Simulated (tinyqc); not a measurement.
# Piezoresistors in the (001) plane of a cubic crystal: effect of the direction of the resistor

Plane stress in crystal axes x = [100], y = [010]. First-order piezoresistance: d rho_xx/rho = p11 sxx + p12 syy, d rho_yy/rho = p12 sxx + p11 syy, d rho_xy/rho = p44 sxy; a resistor along d = (cos th, sin th) changes by dR/R = d.(d rho/rho).d. Changes of geometry and second-order terms are left out.

For uniaxial stress along or across the current: pL = p11 - (A/2) sin^2(2 th), pT = p12 + (A/2) sin^2(2 th), A = p11 - p12 - p44. dR/R is for the given stress.

Values chosen for this exercise; coefficients close to those of lightly doped n-type silicon: piezoresistive coefficient p11 = -97.4 x 1e-11/Pa; piezoresistive coefficient p12 = 55.6 x 1e-11/Pa; piezoresistive coefficient p44 = -13.1 x 1e-11/Pa; stress sxx Sx = -169 MPa; stress syy Sy = -133 MPa; shear stress sxy St = 67 MPa.

Effect of the direction of the resistor:

| th (deg) | pL (1e-11/Pa) | pT (1e-11/Pa) | pL - pT (1e-11/Pa) | dR/R (%) |
|---|---|---|---|---|
| 0 | -97.40 | 55.60 | -153.0 | 9.066 |
| 10 | -89.22 | 47.42 | -136.6 | 8.600 |
| 20 | -68.50 | 26.70 | -95.20 | 7.857 |
| 30 | -44.94 | 3.138 | -48.08 | 6.929 |
| 45 | -27.45 | -14.35 | -13.10 | 5.434 |
| 60 | -44.94 | 3.138 | -48.08 | 4.175 |
| 75 | -79.91 | 38.11 | -118.0 | 3.488 |
| 90 | -97.40 | 55.60 | -153.0 | 3.558 |

Read the table: what changes, and by how much?

The sum pL + pT = p11 + p12 = -41.8 holds in every row. |pL - pT|, which sets the output of a bridge under uniaxial stress, is largest at 0 and 90 degrees (153) and is 13.1 at 45 degrees. The change dR/R goes from 9.07 through a minimum of 3.49 (at th = 75 deg among the rows listed) to 3.56 %.

tinyqc, about 0.01 s, one thread, Intel Xeon 2.30GHz (shared host): `OMP_NUM_THREADS=1 python tinyqc.py 2530153 2530154 out.jsonl`
